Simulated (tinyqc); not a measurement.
# Schottky barrier on an n-type semiconductor, non-linear Poisson equation by Newton steps: what changes with what

One dimension, metal at x = 0, donor density C(x) = Nd, uniform. Energies are counted from the electron Fermi level of the semiconductor and the conduction-band edge is Ec = -psi, so n = Nc exp(psi/Vt); holes follow the Fermi level of the metal, at -V, so p = Nv exp((V - psi - Eg)/Vt). Ends: psi(0) = V - phiB and psi = Vt ln(Nd/Nc) deep inside. Boltzmann statistics, full ionisation, no current, no image force in the Poisson equation.

Values chosen for this exercise; band and dielectric values close to those of silicon:

| symbol | value | unit | meaning |
|---|---|---|---|
| T | 350 | K | temperature |
| Eg | 1.11 | eV | band gap |
| eps_r | 11.7 |  | relative permittivity |
| Nc | 3.59e19 | cm^-3 | conduction-band density of states at T |
| Nv | 3.3e19 | cm^-3 | valence-band density of states at T |
| Nd | 1.6e18 | cm^-3 | donor density deep in the semiconductor |
| phiB | 0.79 | eV | barrier height |

Constants: q = 1.602176634e-19 C, kB = 1.380649e-23 J/K, Vt = kB T/q, eps0 = 8.8541878128e-14 F/cm where lengths are in cm. Results are converted to the units shown.

Each table varies one quantity; the others keep the values above.

## Capacitance-voltage profiling

The Poisson equation d/dx(eps0 eps_r dpsi/dx) = -q (p - n + C) is solved on a mesh of about 1000 nodes or more that ends in neutral material. C_s = q d/dV of the integral of n over x, from the linearised equation. Probed depth w = eps0 eps_r/C_s; apparent doping N_app = C_s^3/(q eps0 eps_r dC_s/dV), the derivative by central differences over +/- 0.02 V.

The same in every row: true C(w) (cm^-3) = 1.600e18.

Capacitance-voltage profiling:
```
V (V)  C_s (nF/cm^2)  w (nm)  N_app (cm^-3)  |E_0| (kV/cm)
0              446.5   23.20       1.599e18          574.1
-0.43          348.1   29.76       1.600e18          736.5
-0.86          295.0   35.12       1.600e18          869.1
-1.29          260.5   39.76       1.600e18          983.9
-1.71          236.4   43.82       1.600e18           1084
-2.14          217.5   47.62       1.600e18           1178
-2.57          202.6   51.14       1.600e18           1266
-3             190.3   54.43       1.600e18           1347
```

Read the table: what changes, and by how much?

C_s falls from 447 to 190 nF/cm^2 while the probed depth goes from 23.2 to 54.4 nm. The apparent doping stays near 1.60e18 cm^-3. It departs most from the true doping at that depth for V = 0 V, where it is 0.057 % below it; so the doping is read well over the depths probed. For V = -0.43, -0.86, -1.29, -1.71, -2.14, -2.57, -3 the field at the metal is high enough for tunnelling or breakdown, which would limit the profiling.

## Effect of the bias of the metal against the semiconductor

First integral for uniform doping: E_0^2 = (2 q/(eps0 eps_r)) [Nd (U - Vt + Vt exp(-U/Vt)) + Vt p_0], U = Vbi - V, Vbi = phiB - Vt ln(Nc/Nd), p_0 = Nv exp((phiB - Eg)/Vt) (deep holes neglected). Image-force lowering dphi = sqrt(q E_0/(4 pi eps0 eps_r)), at x_m = sqrt(q/(16 pi eps0 eps_r E_0)). W = sqrt(2 eps0 eps_r U/(q Nd)).

The same in every row: Vbi (V) = 0.69618; p_0/Nd = 5.0886e-4.

Results:
```
V (V)  W (nm)  E_0 (kV/cm)  dphi (mV)  exp(dphi/Vt)
0      23.721       574.13     84.060        16.233
-2.9   53.912       1328.5     127.87        69.377
-5.7   71.900       1775.0     147.80        134.36
-8.6   86.680       2141.5     162.34        217.60
-14.3  110.09       2721.5     183.02        431.84
-17.1  119.93       2965.2     191.03        563.35
-20    129.33       3198.1     198.39        719.03
```

Estimate the missing row, V = -11.4 V.

Computed row:
```
V (V)  W (nm)  E_0 (kV/cm)  dphi (mV)  exp(dphi/Vt)
-11.4  98.876       2443.7     173.42        314.18
```

With this row back in the table: As V goes from 0 to -20, the surface field rises from 574 to 3200 kV/cm, the lowering rises from 84.1 to 198 mV and W rises from 23.7 to 129 nm. The reverse current factor exp(dphi/Vt) grows by 44.3 over the table, so a thermionic reverse current does not saturate. For V = -2.9, -5.7, -8.6, -11.4, -14.3, -17.1, -20 the field exceeds 600 kV/cm, where tunnelling through the top of the barrier adds to any current.

Numbers from tinyqc (`OMP_NUM_THREADS=1 python tinyqc.py 2020084 2020085 out.jsonl`; about 0.03 s on one thread of a shared Intel Xeon 2.30GHz).
